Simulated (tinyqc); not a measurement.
Carrier lifetime of an n-type layer with SRH, radiative, Auger and surface recombination: one step of the calculation.

Uniform excess density dn = dp (no trapping), n = n0 + dn, p = p0 + dn, Boltzmann statistics, full ionisation. Surfaces enter as a rate 2 S dn/d, which holds while diffusion to them is fast.

Problem. Lifetime, shares and quasi-Fermi splitting. With e = n p - ni^2 = dn (n0 + p0 + dn): U_SRH = e/(tp0 (n + n1) + tn0 (p + p1)), U_rad = B e, U_Aug = (Cn n + Cp p) e, U_s = 2 S dn/d. tau = dn/U, shares of U, splitting Vt ln(n p/ni^2), radiative efficiency U_rad/U.

Parameters, values chosen for the exercise; band and dielectric values close to those of silicon:
```
symbol     value    unit                                      meaning
T            350       K                                  temperature
B       4.71e-15  cm^3/s                        radiative coefficient
Cn       2.5e-31  cm^6/s            Auger coefficient (two electrons)
Cp         2e-31  cm^6/s                Auger coefficient (two holes)
S            800    cm/s  surface recombination velocity (both faces)
d            300      um                             sample thickness
```

Constants: q = 1.602176634e-19 C, kB = 1.380649e-23 J/K, Vt = kB T/q. Results are converted to the units shown.

converged dn = 1.6953456e16 cm^-3
ni = 2.9637328e11 cm^-3
n0 = 1.1e17 cm^-3
p0 = 7.9851929e5 cm^-3
n1 = 1.1895416e13 cm^-3
p1 = 7.3841151e9 cm^-3
tn0 = 0.077160494 s
tp0 = 0.23148148 s

Wanted: tau; shares; quasi-Fermi splitting.

Solution.

tau = 1.712e-5 s
shares (%): SRH 0.01, radiative 1.02, Auger 7.64, surface 91.33
quasi-Fermi splitting = 0.7215 V

Surface recombination takes the largest share. dn is 0.15 times the doping: intermediate injection.

Range of the model: S d exceeds 2.5 cm^2/s, comparable with a diffusion coefficient, so 2 S/d overstates the surface loss.

tinyqc, about 0.01 s, one thread, Intel Xeon 2.30GHz (shared host): `OMP_NUM_THREADS=1 python tinyqc.py 2300027 2300028 out.jsonl`
